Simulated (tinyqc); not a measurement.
# Elastic strain and critical thickness of a cubic alloy layer A(1-x)B(x) on a thick substrate, step by step

A worked calculation. Computed by tinyqc, a small Python program that keeps every step. Command: `OMP_NUM_THREADS=1 python tinyqc.py 3014935 3014936 out.jsonl misfit walk`. One thread of a shared host (Intel(R) Xeon(R) Processor @ 2.30GHz), about 0.01 s of CPU time with the checks. Intermediate numbers are printed to about 5 digits and carried at full precision; extremes and crossings named in words are read from the listed rows.

Strain is positive in tension. The layer is coherent with the substrate unless said otherwise.

Inputs (values chosen for the exercise, modelled on Ga(1-x)In(x)As on InP):

| quantity | value | unit |
|---|---|---|
| fraction x of B | 0.59 | - |
| lattice constant a_A | 5.653 | angstrom |
| lattice constant a_B | 6.058 | angstrom |
| substrate lattice constant a_S | 5.869 | angstrom |
| layer thickness h | 62 | nm |
| biaxial modulus of the substrate M_S | 96.3 | GPa |
| substrate thickness t_S | 350 | micrometre |
| wafer diameter W | 50 | mm |
| X-ray wavelength | 1.540593 | angstrom |
| start of the iteration h0/b | 1000 | - |

Growth plane: (001). Layer: buried under a thick cap. Misfit dislocation: 60-degree.

C11, C12, C44 of A (GPa): 117.2  54.82  59.31

C11, C12, C44 of B (GPa): 81.74  45.08  40.38

## Alloy by Vegard's rule, and misfit

a = (1 - x) a_A + x a_B, the same rule for each C_ij; misfit f = (a_S - a)/a, the in-plane strain of the coherent layer.

free lattice constant a = 5.89195 angstrom

elastic constants (GPa): C11 96.2786, C12 49.0734, C44 48.1413

misfit f = -0.0038951

The layer is compressed in the plane by 0.39 %.

## Biaxial strain, stress and energy

(001): D = 2 C12/C11, M = C11 + C12 - 2 C12^2/C11. The free surface carries no normal stress, so e_perp = -D f; dV/V = 2 f + e_perp; stress = M f; energy per area = M f^2 h (1 GPa nm = 1 J/m^2).

ratio D = 1.0194

normal strain e_perp = 0.0039707

volume strain dV/V = -0.0038196

biaxial modulus M = 95.326 GPa

in-plane stress = -0.37131 GPa

strain energy per area = 0.089671 J/m^2

## Symmetric X-ray reflection

Reflection 004: d = a_perp/sqrt(16), with a_perp = a (1 + e_perp) for the coherent layer, a for the relaxed layer and a_S for the substrate; sin(theta) = lambda/(2 d).

Bragg angles:

| crystal | a_perp (angstrom) | theta (degrees) | from substrate (arcsec) |
|---|---|---|---|
| substrate | 5.8690 | 31.668 | 0.00 |
| coherent layer | 5.9153 | 31.391 | -995.35 |
| relaxed layer | 5.8919 | 31.530 | -495.22 |

peak separation of the coherent layer = -995.35 arcsec

The coherent layer lies 2.01 times as far from the substrate peak as a relaxed one, about 1 + D = 2.02: reading its peak as relaxed would overstate the mismatch by that factor.

## Isotropic constants and the prefactor A

Voigt averages: G = (C11 - C12 + 3 C44)/5, B = (C11 + 2 C12)/3, nu = (3 B - 2 G)/(2 (3 B + G)); b = a/sqrt(2). The 60-degree dislocation has cos alpha = 1/2, and cos lambda = 1/2 on (001). Matthews-Blakeslee: h_c = A [ln(h_c/b) + 1], A = b (1 - nu cos^2 alpha)/(4 pi |f| (1 + nu) cos lambda), the factor 4 pi being that of a buried layer, with a dislocation at both interfaces.

shear modulus G = 38.32582 GPa

Poisson ratio nu = 0.25300

Burgers vector b = 0.41662 nm

prefactor A = 12.727 nm

## Critical thickness by fixed-point iteration

Start at h0, put the right side back in, and stop when the change is below 1e-9 h or h turns negative.

Iteration:

| step | h in (nm) | h out (nm) | change (nm) |
|---|---|---|---|
| 1 | 416.62 | 100.64 | -3.1599e+02 |
| 2 | 100.64 | 82.56 | -1.8080e+01 |
| 3 | 82.56 | 80.04 | -2.5202e+00 |
| 4 | 80.04 | 79.64 | -3.9455e-01 |
| 5 | 79.64 | 79.58 | -6.2891e-02 |
| 6 | 79.58 | 79.57 | -1.0053e-02 |
| 7 | 79.57 | 79.57 | -1.6078e-03 |
| 8 | 79.57 | 79.57 | -2.5716e-04 |
| 9 | 79.57 | 79.57 | -4.1131e-05 |
| 10 | 79.57 | 79.57 | -6.5787e-06 |
| 11 | 79.57 | 79.57 | -1.0522e-06 |
| 12 | 79.57 | 79.57 | -1.6830e-07 |
| 13 | 79.57 | 79.57 | -2.6918e-08 |

critical thickness h_c (Matthews-Blakeslee) = 79.569 nm

Converged; near the root each step shrinks the error by A/h_c = 0.160. h_c is 191.0 Burgers vectors.

## Equilibrium strain at the thickness h

For h > h_c the same force balance gives the strain left, |e| = |f| A [ln(h/b) + 1]/h, and below h_c e = f; relaxation = 1 - e/f; dislocations per length across each line direction = (|f| - |e|)/(b cos lambda).

strain left e = -0.0038951

relaxation = 0 %

dislocation line density = 0 1/micrometre

h is 0.78 h_c: the coherent layer is stable.

## Wafer curvature of the coherent layer

Stoney: curvature = 6 |stress| h/(M_S t_S^2); radius = 1/curvature; bow = curvature W^2/8.

curvature = 0.011709 1/m

radius of curvature = 85.405 m

bow = 3.6590 micrometre

## Force balance against energy balance

People-Bean: h_c = P ln(h_c/b), P = (1 - nu)/(1 + nu) b^2/(16 pi sqrt(2) a f^2). The misfit is scaled by 0.25, 0.4, 0.6, 1, 1.5, 2.2 at fixed a, b and nu; the upper root is taken, and rows with A < 1.3 b or P < 3 b, where the roots shrink to the core size or vanish, are left out.

Critical thickness:

| \|f\| (%) | Matthews-Blakeslee (nm) | People-Bean (nm) | ratio |
|---|---|---|---|
| 0.09738 | 400.55 | 29058 | 72.544 |
| 0.15581 | 233.12 | 10295 | 44.159 |
| 0.23371 | 145.40 | 4166 | 28.653 |
| 0.38951 | 79.57 | 1312 | 16.484 |
| 0.58427 | 48.92 | 515 | 10.534 |
| 0.85693 | 30.65 | 209 | 6.827 |

The exponents d ln h_c/d ln f are -1.15 and -2.21 between the first rows, steeper than the -1 and -2 of the prefactors because of the logarithm. The ratio falls from 72.5 to 6.83 as the misfit grows. Where People-Bean lies above, a layer between the lines is metastable: dislocations would lower the energy but have to be nucleated. People-Bean has no form for a buried layer.

Checks made by the program: D and M against the full stiffness tensor (relative difference below 1e-10); h_c against the Lambert function, -A W_(-1)(-b/(A e)) (relative difference below 1e-10).
